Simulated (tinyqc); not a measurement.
A square-lattice strip 3 sites wide in a magnetic flux, recursive Green functions: two steps of the calculation.

The device has N = 3 slices of 3 site(s), nearest-neighbour hopping -t, and site energies U; the leads are semi-infinite continuations with site energy 0 and no flux. The hopping from slice i to i + 1 inside the device carries the phase exp(2 pi i f j) on row j = 1, 2, ...: V = <i+1|H|i> = -t diag(exp(2 pi i f j)).

Inputs (values chosen for the exercise):
```
symbol,value,unit,meaning
t,1,eV,hopping (matrix element -t)
U,"[0.22, -0.28, 0.32, -0.53, -0.42, 0.16, -0.2, 0.73, -0.29]",eV,"site energies, slice by slice (3 a slice)"
E,0.82,eV,energy
```

Question 1. Self-energy of the leads. Transverse modes n = 1..3: chi_n(j) = sqrt(2/4) sin(pi n j/4), energy e_n = -2 t cos(pi n/4). Sigma = t^2 sum_n chi_n chi_n^T g(E - e_n), g(x) = (x - i sqrt(4 t^2 - x^2))/(2 t^2) for |x| < 2 t and (x - sign(x) sqrt(x^2 - 4 t^2))/(2 t^2) otherwise; Gamma = i (Sigma - Sigma^dagger); both leads give the same.

Find: Sigma; Gamma; open modes.

Answer 1.

Sigma (eV):
```
                   1                 2                  3
1   0.28552-0.69475i  0.32396+0.33759i  -0.12448+0.21733i
2   0.32396+0.33759i  0.16104-0.47742i   0.32396+0.33759i
3  -0.12448+0.21733i  0.32396+0.33759i   0.28552-0.69475i
```

Gamma (eV):
```
         1        2        3
1   1.3895  -0.6752  -0.4347
2  -0.6752   0.9548  -0.6752
3  -0.4347  -0.6752   1.3895
```

open modes = 2

Question 2. Slice 3. Forward pass: g_1 = (E - H_1 - Sigma)^(-1), g_i = (E - H_i - V g_(i-1) V^dagger)^(-1), with Sigma also subtracted on the last slice; G_(i,1) = g_i V G_(i-1,1), starting from g_1. H_i is the block of slice i: its site energies on the diagonal and -t between neighbouring rows.

g_2 (1/eV):
```
                         1                        2                        3
1   0.09651127-0.38628819i   0.37690762+0.16255388i  -0.41359704+0.14358432i
2   0.49042159+0.03626168i  -0.38763807-0.18904319i   0.54025870-0.01538378i
3  -0.45133073+0.40599043i   0.62617795-0.19192357i  -0.03203069-0.20464703i
```

G_(2,1) (1/eV):
```
                         1                        2                        3
1  -0.57959978-0.18908339i  -0.09739907+0.12161275i   0.26926650+0.06716460i
2   0.21770929-0.21803730i   0.48956341-0.09174405i  -0.17941426-0.09195076i
3   0.12611580+0.33351497i  -0.21558473+0.20192327i  -0.49669398+0.12733096i
```

V (eV):
```
                        1                        2                       3
1  0.95105652-0.30901699i   0.00000000+0.00000000i  0.00000000+0.00000000i
2  0.00000000+0.00000000i  -0.80901699+0.58778525i  0.00000000+0.00000000i
3  0.00000000+0.00000000i   0.00000000+0.00000000i  0.58778525-0.80901699i
```

Sigma (eV):
```
                         1                       2                        3
1   0.28551919-0.69475383i  0.32395755+0.33758843i  -0.12448081+0.21733170i
2   0.32395755+0.33758843i  0.16103838-0.47742213i   0.32395755+0.33758843i
3  -0.12448081+0.21733170i  0.32395755+0.33758843i   0.28551919-0.69475383i
```

Find: g_3; G_(3,1).

Answer 2.

g_3 (1/eV):
```
                  1                  2                  3
1  0.06162-0.48493i   0.18941+0.18133i  -0.08748+0.19413i
2  0.37646+0.13693i  -0.12793-0.36816i   0.22133+0.20625i
3  0.06211+0.25509i   0.39397+0.12701i   0.12585-0.37939i
```

G_(3,1) (1/eV):
```
                   1                  2                  3
1  -0.15053+0.40310i  -0.12326+0.02367i  -0.02496-0.18358i
2  -0.05448-0.01328i   0.08401+0.19942i  -0.07019+0.02780i
3  -0.01629-0.16040i  -0.10556+0.11715i   0.26162+0.21415i
```

Program tinyqc, `OMP_NUM_THREADS=1 python tinyqc.py 2660024 2660025 out.jsonl`; Intel Xeon 2.30GHz, shared host, one thread, about 0.01 s.
